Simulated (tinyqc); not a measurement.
A ladder of methods, and size consistency: correlation methods against full CI in the 6-31g basis, for H2, spin multiplicity 1. Computed by the program tinyqc with PySCF. All electrons correlated; +Q is the Davidson correction (1 - c0^2) E_corr. The last columns treat two copies 100 angstrom apart as one system. FCI is the lowest singlet.

Geometry (angstrom):
```
atom       x       y       z
H     0.0000  0.0000  0.0000
H     0.0000  0.0000  1.0030
```

RHF energy of one = -1.094258 hartree

Correlation energies (hartree):
```
method   E_corr of one  share of FCI (%)  E_corr of two at 100 angstrom  two minus twice one (mhartree)
MP2           -0.02044            63.748                       -0.04089                           0.000
CISD          -0.03207           100.000                       -0.06242                           1.722
CISD+Q        -0.03298           102.847                       -0.06567                           0.297
CCSD          -0.03207           100.000                       -0.06414                           0.000
CCSD(T)       -0.03207           100.000                       -0.06414                           0.000
FCI           -0.03207           100.000                              -                               -
```

What does the comparison show, and why?

MP2 recovers 64 %, CISD 100.0 % and CCSD 100.0 % of the FCI value (c0^2 = 0.972 in CISD). MP2 and coupled cluster are size consistent, so their last column vanishes; CISD loses 1.72 mhartree, since a double excitation on each copy is a quadruple of the pair, and the Davidson correction leaves +0.30. With two electrons, or one virtual orbital, CISD and CCSD are exact for one copy, so +Q overshoots there.
